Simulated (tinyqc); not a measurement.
Propagation of a band-gap error through k.p and effective-mass formulas, step by step. Values are carried at full precision from step to step, so a last printed digit may differ when a step is redone from the rounded ones.

Chain, for a gap E (the reference Eg or another value), with Ep and Dso kept: 1/me = 1 + Ep (E + 2 Dso/3)/(E (E + Dso)); g* = 2 - 2 Ep Dso/(3 E (E + Dso)); g1(E) = g1 + (Ep/3)(1/E - 1/Eg), g2(E) = g2 + (Ep/6)(1/E - 1/Eg), light hole 1/(g1 + 2 g2), heavy hole 1/(g1 - 2 g2) along [100]; optical constant ei(E) = 1 + (ei - 1)(EP/(EP + E - Eg))^2, static e0(E) = ei(E) + e0 - ei.

Constants: Ry = 13.60569312 eV; a0 (Bohr radius) = 0.5291772105 angstrom; kB = 8.617333262e-05 eV/K; hbar^2/2m0 = 3.80998211 eV angstrom^2.

Values chosen for the exercise (reference values near those of ZnSe, gap at low temperature; shifted at random, so the results belong to these values and not to a real crystal): Eg = 2.789 eV (gap at Gamma to the s-like level); Dso = 0.403 eV (spin-orbit splitting); Ep = 24.5 eV (Kane energy); g1 = 3.78 (Luttinger gamma1); g2 = 1.24 (gamma2); e0 = 8.94 (static dielectric constant); ei = 6 (optical dielectric constant); EP = 7.21 eV (mean (Penn) gap); Eg2 = 5.02 eV (a wrong gap, of the size a hybrid with far too much exact exchange can give); mh = 0.46 m0 (density-of-states mass of the holes); T = 300 K (temperature); k = 0.045 1/angstrom (wave vector).

## Masses, g factor and screening for both gaps

Evaluate the chain at Eg and at Eg2.

Band values at the two gaps:
```
quantity     at Eg  at Eg2  ratio
me          0.1062  0.1736  1.635
g*           1.261   1.758      -
g1           3.780   2.479  0.656
g2           1.240  0.5893  0.475
light hole  0.1597  0.2734  1.712
heavy hole  0.7692  0.7692  1.000
ei           6.000   3.916  0.653
e0           8.940   6.856  0.767
```

The gap is off by a factor of 1.80; the electron mass follows with 1.63 and the light hole with 1.71, while the heavy hole, which does not couple to the conduction level, keeps its value. The optical constant changes less, by -35 %, as it answers to the mean gap, which shifts by the same +2.23 eV on a base of 7.21 eV. g* moves by +0.50; remote bands, left out here, shift it by tenths or, where it is large, by some per cent.

## Binding energies and densities for both gaps

Donor: R = Ry me/e0^2, a_B = a0 e0/me, Mott density (0.26/a_B)^3. Nc, Nv = 2 (m kT/(4 pi c))^(3/2), c = hbar^2/2m0, ni = sqrt(Nc Nv) exp(-E/2kT). Exciton: Ry mu/e0^2 with 1/mu = 1/me + g1(E). 1 angstrom^-3 = 1e24 cm^-3.

Use the values of the table.

Results:
```
quantity                  at Eg     at Eg2     ratio
R (meV)                   18.08      50.25      2.78
a_B (angstrom)            44.54      20.90     0.469
Mott density (cm^-3)  1.989e+17  1.926e+18      9.68
Nc (cm^-3)            8.687e+17  1.815e+18      2.09
ni (cm^-3)            9.766e-06  2.572e-24  2.63e-19
exciton (meV)             12.90      35.13      2.72
```

Power laws carry the error on: the donor energy (me/e0^2) by a factor of 2.78, the Mott density (cube of me/e0) by 9.68. ni, with its exponential, changes by a factor of 2.63e-19, that is 18.6 decades.

## A scissor shift and what it does not mend

A rigid shift D = Eg - Eg2 of the conduction band restores the gap but leaves the curvature, so the mass stays me(Eg2); redoing the sum 1/m = 1 + Ep (E + 2 Dso/3)/(E (E + Dso)) with E = Eg and the same Ep gives another mass. For optics, eps2 at the edge goes as |p|^2/E^2: a rigid shift keeps the dipole elements p/E, while shifting the energies under unchanged p scales eps2 by (Eg2/Eg)^2.

shift D = -2.231 eV
mass under a rigid shift = 0.1736 m0
mass from the sum with the corrected gap = 0.1062 m0
factor on eps2 if p is left unscaled = 3.240

The rigid shift leaves the mass off by a factor of 1.63. The mass from the corrected gap is the reference me(Eg) here, because the exercise keeps Ep fixed; a real correction of the gap depends on k and changes Ep as well.

## Far from the edge the relative error shrinks

Two-level dispersion E(k) = sqrt(E^2/4 + Ep c k^2) - E/2 at k/4, k, 4k for both gaps, c = hbar^2/2m0.

Energies above the edge:
```
k (1/angstrom)  at Eg (eV)  at Eg2 (eV)  ratio
0.01125             0.0042       0.0024  0.556
0.04500             0.0662       0.0374  0.565
0.18000             0.8346       0.5436  0.651
```

The ratio tends to Eg/Eg2 = 0.56 at k = 0 and goes from 0.556 to 0.651: at large k both curves approach the same slope sqrt(Ep c), while their distance in eV grows towards |Eg - Eg2|/2.

## Checks

- Chain at E = Eg against the inputs g1, g2, ei, e0: they agree to 1e-10 or better.

Program tinyqc; command `OMP_NUM_THREADS=1 python tinyqc.py 1850089 1850090 out.jsonl`; about 0.01 s on one thread of a shared Intel(R) Xeon(R) Processor @ 2.30GHz.
